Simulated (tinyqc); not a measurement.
Shape against the ratio gamma(100)/gamma(111): equilibrium crystal shape, supported particles, Gibbs-Thomson effect and coarsening. Computed by tinyqc, a small Python program. Command: `OMP_NUM_THREADS=1 python tinyqc.py 3004002 3004003 out.jsonl wulff walk`. One thread of a shared host (Intel(R) Xeon(R) Processor @ 2.30GHz), about 0.02 s of CPU time with the checks.

A cubic crystal bounded by {100}, {110} and {111} facets only.

Inputs (values chosen for the exercise, for a model cubic crystal): atomic volume Omega = 20.02 angstrom^3.

Surface energies: given.

surface energies gamma(100), gamma(110), gamma(111) (J/m^2): [1.33, 1.62, 1.29]

Method:
- The energies and Omega are given.
- Wulff construction: the facet planes lie at distances lambda gamma from the centre, and the shape is the region inside all of them; V = (1/3) sum of area x distance. gamma_mean = sum A gamma / sum A; shape factor eta = A/V^(2/3) (4.836 for a sphere).
- gamma(110)/gamma(111) is held at the value of this crystal.

gamma (J/m^2): (100) 1.33, (110) 1.62, (111) 1.29

Area fractions:
```
gamma(100)/gamma(111),{100},{110},{111},eta
0.550,1.0000,0,0.0000,6.0000
0.619,0.9881,0,0.0119,5.9538
0.742,0.8589,0,0.1411,5.6240
0.876,0.6129,0,0.3871,5.3279
1.030,0.3594,0,0.6406,5.2530
1.150,0.2283,0,0.7717,5.3114
1.340,0.0949,0,0.9051,5.4753
1.750,0.0000,0,1.0000,5.7191
```

What follows from these numbers?

{100} holds 100 % of the area in the first row and 0 % in the last; without {110} the limits are a cube below 1/sqrt(3) = 0.577 and an octahedron above sqrt(3) = 1.732. The roundest shape among these rows (eta = 5.253) is at the ratio 1.03; {110} never shows.
